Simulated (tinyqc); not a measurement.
Tight binding, honeycomb lattice, step by step. One step of it, computed by the program tinyqc.

Problem. Bloch Hamiltonian at k. H_AB = -t1 (1 + exp(-i k.a1) + exp(-i k.a2)); H_AA = delta - 2 t2 sum cos(k.b + phi), H_BB = -delta - 2 t2 sum cos(k.b - phi), b = a1, a2 - a1, -a2.

Parameters chosen for this model:
```
parameter     value                        unit
t1         1.790000                 eV, nearest
t2                0       eV, second neighbours
phi        1.570000  rad, phase of t2 (Haldane)
delta      0.150000          eV, +/- on A and B
```

k point k (fractions of the reciprocal vectors): 0.180000  -0.050000

Give: H(k) at k.

Solution.

H(k) at k (eV):
```
                 A                B
A           0.1500  -4.2545+1.0665i
B  -4.2545-1.0665i          -0.1500
```
